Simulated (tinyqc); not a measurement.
Averaged masses of warped heavy- and light-hole bands: one step. Masses along six directions. Five cases, with inputs chosen for the exercise.

Question. Give s and both masses.

Four-band hole energies E = c k^2 f(u), c = hbar^2/2m0, f = g1 -/+ 2 sqrt(g2^2 + 3 (g3^2 - g2^2) s), s = ux^2 uy^2 + uy^2 uz^2 + uz^2 ux^2 for the unit vector u; minus for heavy, plus for light holes; the mass along u is 1/f.

Give: Masses (m0).

Case 1.

Values chosen (out of a larger set: near those of InSb; not measured data): g1 = 34.64 (Luttinger gamma1); g2 = 15.36 (gamma2); g3 = 16.58 (gamma3).

Answer.

Masses (m0):
```
direction        s   heavy   light
[100]      0.00000  0.2551  0.0153
[110]      0.25000  0.4824  0.0149
[111]      0.33333  0.6757  0.0147
[210]      0.16000  0.3669  0.0150
[211]      0.25000  0.4824  0.0149
[321]      0.25000  0.4824  0.0149
```

The heavy mass grows by a factor of 2.65 from [100] to [111] while the light one shrinks by 4 %; 1/m_heavy + 1/m_light = 2 g1 in every direction.

Case 2.

Values chosen (out of a larger set: near those of Si; not measured data): g1 = 4.28 (Luttinger gamma1); g2 = 0.34 (gamma2); g3 = 1.45 (gamma3).

Answer.

Masses (m0):
```
direction        s   heavy   light
[100]      0.00000  0.2778  0.2016
[110]      0.25000  0.5729  0.1467
[111]      0.33333  0.7246  0.1393
[310]      0.09000  0.3752  0.1696
[211]      0.25000  0.5729  0.1467
[331]      0.27424  0.6120  0.1444
```

The heavy mass grows by a factor of 2.61 from [100] to [111] while the light one shrinks by 31 %; 1/m_heavy + 1/m_light = 2 g1 in every direction.

Case 3.

Values chosen (out of a larger set: near those of GaP; not measured data): g1 = 4.09 (Luttinger gamma1); g2 = 0.49 (gamma2); g3 = 1.24 (gamma3).

Answer.

Masses (m0):
```
direction        s   heavy   light
[100]      0.00000  0.3215  0.1972
[110]      0.25000  0.5299  0.1589
[111]      0.33333  0.6211  0.1522
[210]      0.16000  0.4480  0.1681
[221]      0.29630  0.5783  0.1550
[321]      0.25000  0.5299  0.1589
```

The heavy mass grows by a factor of 1.93 from [100] to [111] while the light one shrinks by 23 %; 1/m_heavy + 1/m_light = 2 g1 in every direction.

Case 4.

Values chosen (out of a larger set: near those of Ge; not measured data): g1 = 13.4 (Luttinger gamma1); g2 = 4.25 (gamma2); g3 = 5.73 (gamma3).

Answer.

Masses (m0):
```
direction        s   heavy   light
[100]      0.00000  0.2041  0.0457
[110]      0.25000  0.3841  0.0413
[111]      0.33333  0.5155  0.0402
[210]      0.16000  0.2968  0.0427
[311]      0.15702  0.2945  0.0427
[411]      0.10185  0.2566  0.0437
```

The heavy mass grows by a factor of 2.53 from [100] to [111] while the light one shrinks by 12 %; 1/m_heavy + 1/m_light = 2 g1 in every direction.

Case 5.

Values chosen (out of a larger set: near those of InAs; not measured data): g1 = 19.99 (Luttinger gamma1); g2 = 8.5 (gamma2); g3 = 9.18 (gamma3).

Answer.

Masses (m0):
```
direction        s   heavy   light
[100]      0.00000  0.3344  0.0270
[110]      0.25000  0.5101  0.0263
[111]      0.33333  0.6135  0.0261
[210]      0.16000  0.4303  0.0266
[221]      0.29630  0.5630  0.0262
[331]      0.27424  0.5366  0.0262
```

The heavy mass grows by a factor of 1.83 from [100] to [111] while the light one shrinks by 4 %; 1/m_heavy + 1/m_light = 2 g1 in every direction.

Computed by tinyqc, one run a case: `OMP_NUM_THREADS=1 python tinyqc.py N N+1 out.jsonl` with N = 1081149, 1081304, 1081449, 1081556, 1081559; one thread of a shared Intel(R) Xeon(R) Processor @ 2.30GHz, about 0.03 s a run at most.
